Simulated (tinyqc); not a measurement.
Worked calculation: one-electron ion in a basis of Gaussians. One step of it, computed by the program tinyqc.

Task: Generalised eigenproblem. Solve H C = S C e through S^(-1/2); each column has its largest component positive (the first on a tie).

H = T + V (hartree):
```
,1,2,3,4,5
1,-2.661386,-2.996394,-2.825384,-2.332742,-1.794790
2,-2.996394,-3.739272,-4.149671,-4.470580,-4.044932
3,-2.825384,-4.149671,-2.320306,-2.279507,-5.229763
4,-2.332742,-4.470580,-2.279507,12.942292,15.995651
5,-1.794790,-4.044932,-5.229763,15.995651,87.452139
```

S:
```
,1,2,3,4,5
1,1.000000,0.747511,0.367769,0.151647,0.059104
2,0.747511,1.000000,0.747495,0.367743,0.151647
3,0.367769,0.747495,1.000000,0.747477,0.367755
4,0.151647,0.367743,0.747477,1.000000,0.747510
5,0.059104,0.151647,0.367755,0.747510,1.000000
```

Give: eigenvalues of S; eigenvalues; coefficients.

Result:

eigenvalues of S: 0.0499  0.1711  0.5307  1.4021  2.8463

eigenvalues (hartree): -4.4929  -0.7832  6.3492  41.4485  189.8097

coefficients:
```
,1,2,3,4,5
1,0.1566,1.4229,-0.8857,0.3505,-0.1519
2,0.5968,-0.9201,2.1215,-1.1189,0.4918
3,0.3041,-0.1247,-1.6610,2.1014,-1.1031
4,0.0681,-0.0549,0.0767,-1.8447,1.9444
5,0.0219,-0.0094,-0.0583,0.1153,-1.7212
```

For Z = 3 and l = 0 the exact lowest level is -Z^2/(2 n^2) with n = l + 1: -4.500000 hartree.
